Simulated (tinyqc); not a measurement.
Phase space against the mass ratio: three-phonon processes in a diatomic chain: dispersion, energy and momentum conservation, and decay channels of optical phonons. Computed by tinyqc, a small Python program. Command: `OMP_NUM_THREADS=1 python tinyqc.py 3121344 3121345 out.jsonl threeph walk`. One thread of a shared host (Intel(R) Xeon(R) Processor @ 2.30GHz), about 0.04 s of CPU time with the checks.

Cell length a, two atoms, one spring constant. x = q a/pi runs from -1 to 1; A and O are the acoustic and optical branches. Matrix elements are not computed: only conservation laws and occupation factors are followed.

Inputs (values chosen for the exercise, for a model chain): light mass m = 12 u; spring constant k = 6.8 eV/angstrom^2; temperature T = 200 K.

Constants: nu for 1 eV/(angstrom^2 u) = 15.6333042 THz; h x 1 THz = 4.135667696 meV; k_B = 8.617333262e-05 eV/K.

Method:
- omega^2 = k (1/m + 1/M) -/+ k sqrt((1/m + 1/M)^2 - 4 sin^2(pi x/2)/(m M)); nu = 15.6333042 THz x sqrt(omega^2) for eV/(angstrom^2 u).
- Processes for O(x): decay O -> A + A and O -> O + A with x = x' + x'' (mod 2), and absorption O + A -> O with x + x' = x'' (mod 2). Roots of the energy mismatch in x' are bracketed on 4001 points from -1 to 1 and refined. A process is umklapp (U) if the sum of wave numbers leaves (-1, 1]. Weight = occupation factor/|d mismatch/dx'|, the factor being 1 + n' + n'' for decay and n' - n'' for absorption. Pairs that differ only by exchanging two acoustic products count once, and the trivial root x' = 0 is left out.
- Total weight summed over channels and averaged over x = 0.05, 0.15, ..., 0.95, with m and k fixed; share of those x with an open channel.

Optical phonons:
```
M/m  weight, A + A (1/THz)  weight, with O (1/THz)  share open
1.1                0.07685                       0         1.0
1.5                0.18043                       0         1.0
2.0                0.10843                       0         0.8
2.5                0.06312                       0         0.5
2.9                0.04894                       0         0.2
3.3                0.00000                       0         0.0
3.7                0.00000                       0         0.0
4.2                0.00000                       0         0.0
6.0                0.00000                       0         0.0
```

The A + A channel closes between M/m = 2.9 and 3.3 on this grid: energy conservation alone would allow it up to M/m = 4, where the optical bottom passes twice the acoustic top, but momentum must be conserved too. No channel with a second optical phonon opens at any ratio. A large gap that shuts such channels is one reason why crystals with very unequal masses can conduct heat well.
